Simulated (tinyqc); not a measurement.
# Undoped symmetric double-gate MOSFET, analytic potential model: several studies

An undoped body of thickness ts between two equal insulators and tied gates; long channel, electrons only, n = ni exp((psi - V)/Vt) with V the quasi-Fermi potential (0 at the source, Vd at the drain), constant mobility, no quantisation. Across the body psi(x) = V - 2 Vt ln[(ts/(2 beta)) sqrt(q ni/(2 eps0 eps_r Vt)) cos(2 beta x/ts)], x from the centre. Q is the electron charge per area of the whole body.

Inputs (values chosen for the exercise); material values those of a made-up semiconductor:
```
symbol    value        unit                                             meaning
T           350           K                                         temperature
Eg         1.48          eV                                            band gap
eps_r      15.8                      relative permittivity of the semiconductor
Nc      5.71e17       cm^-3              conduction-band density of states at T
Nv      1.32e19       cm^-3                 valence-band density of states at T
eox        25.6                     relative permittivity of the gate insulator
tox          11          nm                                 insulator thickness
ts           20          nm                                      body thickness
dphi       0.07           V  gate work function less that of the intrinsic body
mu          100  cm^2/(V s)                                    channel mobility
L             2          um                                         gate length
Vd            1           V                                       drain voltage
```

Constants: q = 1.602176634e-19 C, kB = 1.380649e-23 J/K, Vt = kB T/q, eps0 = 8.8541878128e-14 F/cm where lengths are in cm. Results are converted to the units shown.

Each table varies one quantity; the others keep the values above.

## Effect of the body thickness

ni = sqrt(Nc Nv) exp(-Eg/(2 Vt)), Eg in volts; r = eps_r tox/(eox ts); V0 = dphi + 2 Vt ln[(2/ts) sqrt(2 eps0 eps_r Vt/(q ni))]. beta (between 0 and pi/2) solves (Vg - V0 - V)/(2 Vt) = ln(beta) - ln(cos beta) + 2 r beta tan(beta). Q = 8 eps0 eps_r Vt beta tan(beta)/ts; I = mu (1/L)(4 eps0 eps_r/ts)(2 Vt)^2 [g(beta_s) - g(beta_d)] per width, g = beta tan(beta) - beta^2/2 + r beta^2 tan^2(beta), with beta_s at V = 0 and beta_d at V = Vd.  I(low) is taken at Vg = 0.51 V, Qs and I(high) at Vg = 1.26 V.

Effect of the body thickness:
```
ts (nm)   V0 (V)  I(low) (nA/um)  Qs(high) (nC/cm^2)  I(high) (uA/um)
6.7      0.82617        0.021280              1498.5           17.064
9.3      0.80639        0.029536              1504.7           17.386
13       0.78619        0.041285              1508.8           17.652
18       0.76656        0.057160              1511.1           17.857
26       0.74438        0.082553              1512.7           18.033
36       0.72475         0.11428              1513.4           18.149
50       0.70493         0.15866              1513.8           18.237
```

What does the table show?

As ts goes from 6.7 to 50 nm, I(low) rises from 0.0213 to 0.159 nA/um and I(high) rises from 17.1 to 18.2 uA/um. On average I(low) goes as ts^(1.00) and I(high) goes as ts^(0.03). Below threshold the charge is proportional to the cross-section of the body; above it the insulator sets the charge. In every row the surface density at the source at the higher gate voltage passes 0.3 Nc, where Boltzmann statistics fail. At ts = 6.7 nm the body is thin enough for quantum confinement, left out here, to raise the threshold.

## Transfer curve and volume inversion

Q = 8 eps0 eps_r Vt beta tan(beta)/ts; I = mu (1/L)(4 eps0 eps_r/ts)(2 Vt)^2 [g(beta_s) - g(beta_d)] per width, g = beta tan(beta) - beta^2/2 + r beta^2 tan^2(beta), with beta_s at V = 0 and beta_d at V = Vd. The drop is psi(surface) - psi(centre) at the source end; C = dQs/dVg, Cg = 2 eps0 eox/tox; gm = dI/dVg.

Result of one run:
```
Vg (V)  Qs (nC/cm^2)  drop (mV)    C/Cg  I (uA/um)  gm/I (1/V)
0.72           30.87      5.352  0.1824    0.05503       28.04
```

What becomes of these results when the gate voltage Vg is changed from 0.72 to 0.81 V, all else the same?

Result of the changed run:
```
Vg (V)  Qs (nC/cm^2)  drop (mV)    C/Cg  I (uA/um)  gm/I (1/V)
0.81           153.5      23.76  0.4631     0.4301       17.84
```

The whole series:
```
Vg (V)  Qs (nC/cm^2)  drop (mV)      C/Cg  I (uA/um)  gm/I (1/V)
0.46        0.008026   0.001434  6.457e-5   1.210e-5       33.15
0.55          0.1584    0.02830  0.001272   2.391e-4       33.12
0.64           3.025     0.5390   0.02349   0.004644       32.57
0.72           30.87      5.352    0.1824    0.05503       28.04
0.81           153.5      23.76    0.4631     0.4301       17.84
0.9            359.2      47.15    0.6303      1.560       11.51
0.98           582.9      65.93    0.7203      3.435       8.485
1.07           863.1      83.70    0.7856      6.679       6.461
1.16            1163      98.44    0.8288      11.23       5.177
```

The current rises from 1.21e-5 to 11.2 uA/um. In the first row gm/I is 33.2 1/V, within 0.01 % of 1/Vt: with no depletion charge the whole body follows the gate, and the swing is ideal. The drop between surface and centre goes from 0.0014 to 98.4 mV and passes Vt at Vg = 0.9 V among the rows; below that the density varies across the body by less than a factor of e (volume inversion). C reaches 0.83 of Cg in the last row. For Vg = 0.81 to 1.16 V the surface density at the source passes 0.3 Nc, where Boltzmann statistics fail.

## Effect of the insulator thickness

Same model as above.

The same in every row: V0 (V) = 0.76020.

Effect of the insulator thickness:
```
tox (nm)  I(low) (nA/um)  Qs(high) (nC/cm^2)  I(high) (uA/um)
3.7             0.063516              3817.1           40.666
5.3             0.063515              2820.1           31.191
7.6             0.063513              2075.8           23.783
11              0.063509              1511.7           17.913
16              0.063504              1093.1           13.367
23              0.063497              796.29           10.013
33              0.063488              579.40           7.4733
```

As tox goes from 3.7 to 33 nm, I(low) stays near 0.0635 nA/um and I(high) falls from 40.7 to 7.47 uA/um. On average I(low) is independent of tox and I(high) goes as tox^(-0.77). Below threshold no voltage drops over the insulator in this long-channel model, so its thickness does not matter there. In every row the surface density at the source at the higher gate voltage passes 0.3 Nc, where Boltzmann statistics fail.

Computed by the program tinyqc: `OMP_NUM_THREADS=1 python tinyqc.py 2440026 2440027 out.jsonl`, one thread of a shared Intel Xeon 2.30GHz, about 0.01 s for the whole run.
